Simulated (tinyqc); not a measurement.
Worked calculation: electroplating on a thin resistive seed layer: kinetics, Wagner number and the terminal effect across a wafer. Computed by tinyqc, a small Python program that keeps every step. Command: `OMP_NUM_THREADS=1 python tinyqc.py 3120345 3120346 out.jsonl terminal walk`. One thread of a shared host (Intel(R) Xeon(R) Processor @ 2.30GHz), about 0.02 s of CPU time with the checks. Intermediate numbers are printed to about 6 digits and carried at full precision; extremes and crossings named in words are read from the listed rows.

Current enters the seed at the rim. The bath is treated as a local resistance per area (no lateral flow in the liquid), two electrons per ion, molar volume 7.11 cm^3/mol, Faraday constant F = e N_A, kinematic viscosity 0.01 cm^2/s, omega = 2 pi x rpm/60; k_B T/e is in volts.

Inputs (values chosen for the exercise, of the order of those for copper plating from an acid sulfate bath):

| quantity | value | unit |
|---|---|---|
| wafer radius R | 10 | cm |
| seed thickness t | 170 | nm |
| seed resistivity | 23 | microohm cm |
| bath conductivity kappa | 0.043 | S/cm |
| gap to the anode h | 10 | cm |
| extra resistance of a porous plate | 25 | ohm cm^2 |
| exchange current density i_0 | 0.04 | mA/cm^2 |
| cathodic transfer coefficient alpha | 0.82 | - |
| mean current density | 8.3 | mA/cm^2 |
| diffusivity of the metal ion | 6.2e-06 | cm^2/s |
| metal ion concentration | 0.37 | mol/L |
| rotation rate | 100 | rpm |
| temperature T | 298 | K |

Constants: e = 1.602176634e-19 C; N_A = 6.02214076e+23 1/mol; k_B = 8.617333262e-05 eV/K.

## Rate, limit and resistances

Growth rate = i V_m/(2 F). Levich limit i_L = 0.62 x 2 F D^(2/3) omega^(1/2) nu^(-1/6) c. Tafel overpotential eta = (k_B T/(alpha e)) ln(i/i_0); kinetic resistance k_B T/(alpha e i); bath resistance h/kappa + plate; R_s = resistivity/t; Wagner number = kinetic resistance x kappa/R.

growth rate = 183.488 nm/min

limiting current i_L = 104.158 mA/cm^2

overpotential = 167.078 mV

kinetic resistance = 3.77309 ohm cm^2

bath resistance R_b = 257.558 ohm cm^2

sheet resistance R_s = 1.35294 ohm/square

Wagner number = 0.0162243

## Linear estimate of the terminal effect

Linearised: with R_t = kinetic + bath resistance the current density obeys (1/r)(r i')' = i R_s/R_t, so i = A I_0(r/l), l = sqrt(R_t/R_s); with x = R/l, edge/centre = I_0(x) and edge/mean = x I_0(x)/(2 I_1(x)). Voltage drop in the seed for a uniform current: i R_s R^2/4.

length l = 13.8981 cm

x = R/l = 0.719522

edge over centre, linear = 1.13368

edge over mean, linear = 1.06336

drop for uniform current = 280.735 mV

For small x edge/centre is 1 + x^2/4 = 1.129.

## Current distribution

Full model: seed potential phi(r) with (1/r)(r phi')' = R_s i, where i solves phi = R_b i + (k_B T/(alpha e)) ln(i/i_0) (phi being the driving voltage left at r); phi'(0) = 0 and phi'(R) = R_s i_mean R/2. Solved by collocation to a tolerance of 1e-7.

Across the wafer:

| r/R | i (mA/cm^2) | i/mean | i/mean, linear |
|---|---|---|---|
| 0.00 | 7.78536 | 0.93800 | 0.93798 |
| 0.20 | 7.82568 | 0.94285 | 0.94284 |
| 0.40 | 7.94729 | 0.95750 | 0.95750 |
| 0.60 | 8.15214 | 0.98219 | 0.98219 |
| 0.75 | 8.36232 | 1.00751 | 1.00752 |
| 0.90 | 8.62303 | 1.03892 | 1.03892 |
| 1.00 | 8.82605 | 1.06338 | 1.06336 |

edge over centre, full model = 1.13367

The full model gives 1.13 against 1.13 from the linear form; the kinetic resistance, which the linear form holds fixed, is a small part of R_t here.

## As the film thickens, and with more bath resistance

The film is taken as uniform, with the seed resistivity; the last column adds 100 ohm cm^2 to R_b. Extra power of that plate = i^2 x 100 ohm cm^2 x area.

Edge over centre:

| thickness (nm) | R_s (ohm/square) | as given | with 100 ohm cm^2 more |
|---|---|---|---|
| 170 | 1.35294 | 1.13367 | 1.09582 |
| 255 | 0.90196 | 1.08816 | 1.06339 |
| 340 | 0.67647 | 1.06577 | 1.04735 |
| 510 | 0.45098 | 1.04361 | 1.03145 |
| 850 | 0.27059 | 1.02605 | 1.01881 |
| 1700 | 0.13529 | 1.01298 | 1.00938 |
| 3400 | 0.06765 | 1.00648 | 1.00469 |

extra power = 2.16424 W

The ratio falls below 1.1 from 255 nm on as given, and from 170 nm on with the added resistance: what counts is R_s R^2 against the sum of kinetic and bath resistance.

Checks made by the program: mean of the distribution (relative difference 2e-08).
